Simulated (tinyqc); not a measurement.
## Trap density from swing and capacitance

Inverse problem. In an MOS structure at one bias the subthreshold swing is S = Vt ln 10 (1 + (Cd + q Dit)/Cox) and 1/C_HF = 1/Cox + 1/Cd, Cox = 3.9 eps0/EOT. Find Cd and Dit.

Parameters, values chosen for the exercise:
- T = 250 K (temperature)
- EOT = 21 nm (equivalent oxide thickness)

Constants: q = 1.602176634e-19 C, kB = 1.380649e-23 J/K, Vt = kB T/q, eps0 = 8.8541878128e-14 F/cm where lengths are in cm. Results are converted to the units shown.

S = 137.58824 mV/decade
C_HF = 90.495544 nF/cm^2

Solution. C_HF gives Cd, and the swing gives Cd + q Dit.

Cd = 201.3 nF/cm^2
Dit = 5.642e11 cm^-2 eV^-1

Program tinyqc, `OMP_NUM_THREADS=1 python tinyqc.py 2030157 2030158 out.jsonl`; Intel Xeon 2.30GHz, shared host, one thread, about 0.01 s.
